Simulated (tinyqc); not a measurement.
Ground states by the convex hull: cluster expansion of a binary alloy: correlations, fit, cross-validation and ground states. Computed by tinyqc, a small Python program. Command: `OMP_NUM_THREADS=1 python tinyqc.py 3029263 3029264 out.jsonl clex walk`. One thread of a shared host (Intel(R) Xeon(R) Processor @ 2.30GHz), about 0.1 s of CPU time with the checks.

s = +1 for A and -1 for B. Energy per site E = J0 + J1 P(point) + sum over clusters of m V P, with P the mean product of spins; V > 0 on a pair favours unlike neighbours. Clusters per site m: pair 1 2, pair 2 2, pair 3 2, triplet 4; the triplet is two first-neighbour bonds at a right angle. Formation energies are counted from the line between pure A and pure B, which removes J0 and J1.

Inputs (values chosen for the exercise, for a model alloy):

| quantity | value | unit |
|---|---|---|
| first-pair interaction V1 | 11.8 | meV |
| second-pair interaction V2 | 5.6 | meV |
| third-pair interaction V3 | 1.1 | meV |
| triplet interaction Vt | 2.9 | meV |
| noise amplitude | 1 | meV/site |

Lattice: square.

Method:
- Design matrix of formation energies: m (P - 1) for pairs and m (P(triplet) - P(point)) for the triplet; x = (1 - P(point))/2.
- Exact: X V with V = (V1, V2, V3, Vt). The data to fit add the noise amplitude times the normal numbers, standing for what the clusters leave out.
- Leave out pair 3: A = X^T X and b = X^T E (E being the data with noise) over these three columns; solve A V = b. The root-mean-square error runs over the structures between the pure ends.
- Height above the hull = E less the lowest straight line between two structures that bracket x (or the lowest structure at the same x). The three-term fit is X V with the fitted values.

correlations P, counted on periodic cells:
```
                      point    pair 1    pair 2    pair 3   triplet
A                   1.00000   1.00000   1.00000   1.00000   1.00000
A3B p(2x2)          0.50000   0.00000   0.00000   1.00000  -0.50000
A3B c(4x2)          0.50000   0.00000   0.00000   0.50000  -0.50000
A2B diagonal rows   0.33333  -0.33333   0.33333  -0.33333  -0.33333
A2B rows            0.33333   0.33333  -0.33333   0.33333   0.33333
AB c(2x2)           0.00000  -1.00000   1.00000   1.00000   0.00000
AB p(2x1)           0.00000   0.00000  -1.00000   1.00000   0.00000
A2B2 rows           0.00000   0.50000   0.00000   0.00000   0.00000
AB2 diagonal rows  -0.33333  -0.33333   0.33333  -0.33333   0.33333
AB2 rows           -0.33333   0.33333  -0.33333   0.33333  -0.33333
AB3 p(2x2)         -0.50000   0.00000   0.00000   1.00000   0.50000
AB3 c(4x2)         -0.50000   0.00000   0.00000   0.50000   0.50000
B                  -1.00000   1.00000   1.00000   1.00000  -1.00000
```

standard normal numbers for the noise (0 for the pure ends): A 0.000, A3B p(2x2) 0.594, A3B c(4x2) 0.917, A2B diagonal rows 0.223, A2B rows -2.006, AB c(2x2) 2.732, AB p(2x1) 1.081, A2B2 rows 1.204, AB2 diagonal rows 0.625, AB2 rows -0.174, AB3 p(2x2) 0.030, AB3 c(4x2) -0.376, B 0.000

X:
```
                     pair 1    pair 2    pair 3   triplet
A                   0.00000   0.00000   0.00000   0.00000
A3B p(2x2)         -2.00000  -2.00000   0.00000  -4.00000
A3B c(4x2)         -2.00000  -2.00000  -1.00000  -4.00000
A2B diagonal rows  -2.66667  -1.33333  -2.66667  -2.66667
A2B rows           -1.33333  -2.66667  -1.33333   0.00000
AB c(2x2)          -4.00000   0.00000   0.00000   0.00000
AB p(2x1)          -2.00000  -4.00000   0.00000   0.00000
A2B2 rows          -1.00000  -2.00000  -2.00000   0.00000
AB2 diagonal rows  -2.66667  -1.33333  -2.66667   2.66667
AB2 rows           -1.33333  -2.66667  -1.33333   0.00000
AB3 p(2x2)         -2.00000  -2.00000   0.00000   4.00000
AB3 c(4x2)         -2.00000  -2.00000  -1.00000   4.00000
B                   0.00000   0.00000   0.00000   0.00000
```

fitted V1, V2, Vt (meV): 11.6044  6.1194  2.8187

exact energies (meV/site): A 0.0000, A3B p(2x2) -46.4000, A3B c(4x2) -47.5000, A2B diagonal rows -49.6000, A2B rows -32.1333, AB c(2x2) -47.2000, AB p(2x1) -46.0000, A2B2 rows -25.2000, AB2 diagonal rows -34.1333, AB2 rows -32.1333, AB3 p(2x2) -23.2000, AB3 c(4x2) -24.3000, B 0.0000

root-mean-square error of the three-cluster fit = 1.66973 meV/site

Hull among these structures (meV/site):

| structure | x | exact E | above hull | fitted E | above hull, fit |
|---|---|---|---|---|---|
| A | 0.0000 | 0.000 | 0.000 | 0.000 | 0.000 |
| A3B p(2x2) | 0.2500 | -46.400 | 1.100 | -46.723 | 0.000 |
| A3B c(4x2) | 0.2500 | -47.500 | 0.000 | -46.723 | 0.000 |
| A2B diagonal rows | 0.3333 | -49.600 | 0.000 | -46.621 | 0.423 |
| A2B rows | 0.3333 | -32.133 | 17.467 | -31.791 | 15.253 |
| AB c(2x2) | 0.5000 | -47.200 | 0.000 | -46.418 | 1.269 |
| AB p(2x1) | 0.5000 | -46.000 | 1.200 | -47.686 | 0.000 |
| A2B2 rows | 0.5000 | -25.200 | 22.000 | -23.843 | 23.843 |
| AB2 diagonal rows | 0.6667 | -34.133 | 0.000 | -31.588 | 0.423 |
| AB2 rows | 0.6667 | -32.133 | 2.000 | -31.791 | 0.220 |
| AB3 p(2x2) | 0.7500 | -23.200 | 2.400 | -24.173 | 0.000 |
| AB3 c(4x2) | 0.7500 | -24.300 | 1.300 | -24.173 | 0.000 |
| B | 1.0000 | 0.000 | 0.000 | 0.000 | 0.000 |

lowest exact formation energy = -49.6 meV/site

On the exact hull: A, A3B c(4x2), A2B diagonal rows, AB c(2x2), AB2 diagonal rows, B. The fit finds A, A3B p(2x2), A3B c(4x2), AB p(2x1), AB3 p(2x2), AB3 c(4x2), B instead; its root-mean-square error is 1.67 meV. A structure at zero height may lie on a tie line without being a vertex, and structures outside this list could lie lower.

Extremes, crossings and ranges named in words are read from the listed rows.
